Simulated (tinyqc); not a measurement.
Worked calculation: Cahn-Hilliard equation on a periodic one-dimensional grid. Computed by tinyqc, a small Python program that keeps every step. Command: `OMP_NUM_THREADS=1 python tinyqc.py 3031878 3031879 out.jsonl cahn walk`. One thread of a shared host (Intel(R) Xeon(R) Processor @ 2.30GHz), about 0.01 s of CPU time with the checks. Intermediate numbers are printed to about 6 digits and carried at full precision; extremes and crossings named in words are read from the listed rows.

Free energy F = h sum_j [A (c_j^2 - 1)^2/4 + (kappa/2) ((c_(j+1) - c_j)/h)^2]; dc/dt = Lap(mu), mu = A (c^3 - c) - kappa Lap(c), Lap(y)_j = (y_(j+1) - 2 y_j + y_(j-1))/h^2, mobility 1; the grid has n = 12 points.

Inputs (values chosen for the exercise, in reduced units):

| quantity | value | unit |
|---|---|---|
| spacing h | 1.3 | - |
| well depth A | 0.78 | - |
| gradient coefficient kappa | 0.96 | - |
| mean composition c0 | 0.27 | - |
| noise amplitude | 0.05 | - |
| time step dt | 0.61 | - |
| end time | 100 | - |

Scheme: semi-implicit Fourier.

## Linear stability

f'' = A (3 c0^2 - 1). Mode m has lambda_m = (4/h^2) sin^2(pi m/n) and the rate w_m = -lambda_m (f'' + kappa lambda_m). In the continuum the fastest wavelength is 2 pi sqrt(2 kappa/|f''|) with the rate f''^2/(4 kappa). Explicit steps near c = +-1, where f'' = 2A, are stable for dt < 2/(16 kappa/h^4 + 8 A/h^2).

f'' = -0.609414

Modes of the grid:

| m | lambda_m | w_m |
|---|---|---|
| 1 | 0.15855 | 0.07249 |
| 2 | 0.59172 | 0.02448 |
| 3 | 1.18343 | -0.62329 |
| 4 | 1.77515 | -1.94330 |
| 5 | 2.20831 | -3.33581 |
| 6 | 2.36686 | -3.93556 |

fastest wavelength = 11.1526

largest rate = 0.0967150

explicit limit of dt = 0.220501

2 mode(s) grow; the fastest on the grid is m = 1, while the box holds 1.40 fastest wavelengths. dt is 2.77 of the explicit limit.

## The first step

random numbers: 0.754  0.511  -0.962  0.624  -0.706  -0.202  0.777  -0.451  -0.511  0.976  -0.145  -0.123

Start: c_j = c0 + amplitude x (z_j - mean of z). With Fourier components y_m = sum_j y_j exp(-2 pi i j m/n): c_m(new) = [c_m - dt lambda_m N_m]/(1 + dt kappa lambda_m^2), N = A (c^3 - c), lambda_m = (4/h^2) sin^2(pi m/n).

c at the start: 0.305442  0.293292  0.219642  0.298942  0.232442  0.257642  0.306592  0.245192  0.242192  0.316542  0.260492  0.261592

mu at the start: -0.184207  -0.174154  -0.249938  -0.129515  -0.223599  -0.201112  -0.153979  -0.212926  -0.221767  -0.148090  -0.221860  -0.214363

c after one step: 0.299455  0.286087  0.239868  0.276183  0.243976  0.261820  0.291792  0.252833  0.252169  0.298163  0.269085  0.268569

F at the start = 2.62242

F after one step = 2.61696

## The run

Run to the end time; break off if |c| exceeds 3 or F has risen by more than 1e-9 in more than 30 steps. Domains = stretches with c > c0.

Course:

| step | t | F | min c | max c | domains |
|---|---|---|---|---|---|
| 0 | 0.00 | 2.62242 | 0.219642 | 0.316542 | 4 |
| 3 | 1.83 | 2.61470 | 0.252403 | 0.292281 | 2 |
| 8 | 4.88 | 2.61427 | 0.250734 | 0.289962 | 1 |
| 16 | 9.76 | 2.61391 | 0.246732 | 0.295976 | 1 |
| 25 | 15.25 | 2.61309 | 0.238047 | 0.305539 | 1 |
| 33 | 20.13 | 2.61159 | 0.225490 | 0.316930 | 1 |
| 49 | 29.89 | 2.60277 | 0.181064 | 0.352114 | 1 |
| 66 | 40.26 | 2.56323 | 0.074303 | 0.415953 | 1 |
| 90 | 54.90 | 2.22051 | -0.345300 | 0.583240 | 1 |
| 115 | 70.15 | 1.63273 | -0.781523 | 0.874681 | 1 |
| 139 | 84.79 | 1.57892 | -0.862669 | 0.969668 | 1 |
| 164 | 100.04 | 1.57828 | -0.870766 | 0.979701 | 1 |

c at the end: 0.949755  0.814795  0.325547  -0.542907  -0.865765  -0.870766  -0.566084  0.288158  0.802075  0.946443  0.979048  0.979701

F at the end = 1.57828

steps in which F rose = 0

F never rises by more than 1e-9 in a step. The count of domains goes from 4 in the noise to 1 at the end, and c spans -0.871 to 0.980.

## Interfaces

Continuum wall between c = -1 and +1: c = tanh(x/w), w = sqrt(2 kappa/A), energy s = (2/3) sqrt(2 kappa A). With two walls per domain, the estimate of F at the end is 2 x domains x s. Volume fraction of the +1 phase by the lever rule: (1 + c0)/2.

wall half width w = 1.56893

wall energy s = 0.815843

estimate of F = 1.63169

volume fraction = 0.635

w/h = 1.20687

The run ends at F = 1.5783, 0.97 of the estimate: close to it, but the extremes of c are -0.871 and 0.980.

Checks made by the program: conservation of the mean (relative difference below 1e-10).
